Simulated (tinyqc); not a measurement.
Inside a calculation. Method: Pariser-Parr-Pople SCF with singles CI, for the molecule C=CC=CC(=O)C=O (SMILES; centres numbered as the heavy atoms are written). One step of it, computed by the program tinyqc.

Question. Iteration 1: Fock matrix. F_rr = H_rr + P_rr gamma_rr / 2 + sum_(s != r) P_ss gamma_rs; F_rs = H_rs - P_rs gamma_rs / 2; E = tr P (H + F) / 2 + core repulsion sum_(r<s) z_r z_s gamma_rs.

P at the start:
```
           1C         2C         3C         4C         5C         6O         7C         8O
1C   1.000000   0.874703   0.000000  -0.396932   0.000000   0.276049   0.033697   0.000000
2C   0.874703   1.000000   0.477771   0.000000  -0.073326   0.000000   0.000000   0.035389
3C   0.000000   0.477771   1.000000   0.801378   0.000000  -0.353056  -0.069857   0.000000
4C  -0.396932   0.000000   0.801378   1.000000   0.434063   0.000000   0.000000  -0.108754
5C   0.000000  -0.073326   0.000000   0.434063   1.000000   0.808914   0.389706   0.000000
6O   0.276049   0.000000  -0.353056   0.000000   0.808914   1.000000   0.000000  -0.380535
7C   0.033697   0.000000  -0.069857   0.000000   0.389706   0.000000   1.000000   0.917668
8O   0.000000   0.035389   0.000000  -0.108754   0.000000  -0.380535   0.917668   1.000000
```

core matrix H (eV):
```
            1C          2C          3C          4C          5C          6O          7C          8O
1C  -31.615222   -2.390000    0.000000    0.000000    0.000000    0.000000    0.000000    0.000000
2C   -2.390000  -35.670626   -2.390000    0.000000    0.000000    0.000000    0.000000    0.000000
3C    0.000000   -2.390000  -38.597554   -2.390000    0.000000    0.000000    0.000000    0.000000
4C    0.000000    0.000000   -2.390000  -39.568152   -2.390000    0.000000    0.000000    0.000000
5C    0.000000    0.000000    0.000000   -2.390000  -40.813890   -2.510000   -2.390000    0.000000
6O    0.000000    0.000000    0.000000    0.000000   -2.510000  -44.265720    0.000000    0.000000
7C    0.000000    0.000000    0.000000    0.000000   -2.390000    0.000000  -37.416604   -2.510000
8O    0.000000    0.000000    0.000000    0.000000    0.000000    0.000000   -2.510000  -40.556080
```

repulsion gamma_rs (eV):
```
           1C         2C         3C         4C         5C         6O         7C         8O
1C  11.130000   5.345492   3.872583   2.881271   2.343731   2.344667   1.946781   1.720696
2C   5.345492  11.130000   5.346604   3.872583   2.880984   2.720240   2.343731   2.000992
3C   3.872583   5.346604  11.130000   5.345492   3.871591   3.697852   2.880846   2.422587
4C   2.881271   3.872583   5.345492  11.130000   5.343930   4.092223   3.871591   3.001062
5C   2.343731   2.880984   3.871591   5.343930  11.130000   5.775460   5.345492   4.092703
6O   2.344667   2.720240   3.697852   4.092223   5.775460  15.200000   4.092701   3.842578
7C   1.946781   2.343731   2.880846   3.871591   5.345492   4.092701  11.130000   5.775461
8O   1.720696   2.000992   2.422587   3.001062   4.092703   3.842578   5.775461  15.200000
```

Centres (angstrom, eV; a flat drawing with bonds scaled to 1.40 angstrom):

| centre | x | y | core charge z | W | gamma_rr |
|---|---|---|---|---|---|
| 1C | 3.781000 | 0.262000 | 1 | 11.160000 | 11.130000 |
| 2C | 2.602000 | -0.493000 | 1 | 11.160000 | 11.130000 |
| 3C | 1.359000 | 0.150000 | 1 | 11.160000 | 11.130000 |
| 4C | 0.180000 | -0.605000 | 1 | 11.160000 | 11.130000 |
| 5C | -1.064000 | 0.039000 | 1 | 11.160000 | 11.130000 |
| 6O | -1.128000 | 1.437000 | 1 | 17.700000 | 15.200000 |
| 7C | -2.243000 | -0.716000 | 1 | 11.160000 | 11.130000 |
| 8O | -3.486000 | -0.073000 | 1 | 17.700000 | 15.200000 |

Give: F; pi energy.

Answer.

F (eV):
```
         1C       2C       3C       4C       5C        6O       7C        8O
1C  -5.5950  -4.7279   0.0000   0.5718   0.0000   -0.3236  -0.0328    0.0000
2C  -4.7279  -5.5950  -3.6672   0.0000   0.1056    0.0000   0.0000   -0.0354
3C   0.0000  -3.6672  -5.5950  -4.5319   0.0000    0.6528   0.1006    0.0000
4C   0.5718   0.0000  -4.5319  -5.5950  -3.5498    0.0000   0.0000    0.1632
5C   0.0000   0.1056   0.0000  -3.5498  -5.5950   -4.8459  -3.4316    0.0000
6O  -0.3236   0.0000   0.6528   0.0000  -4.8459  -10.1000   0.0000    0.7311
7C  -0.0328   0.0000   0.1006   0.0000  -3.4316    0.0000  -5.5950   -5.1600
8O   0.0000  -0.0354   0.0000   0.1632   0.0000    0.7311  -5.1600  -10.1000
```

pi energy = -111.4277 eV
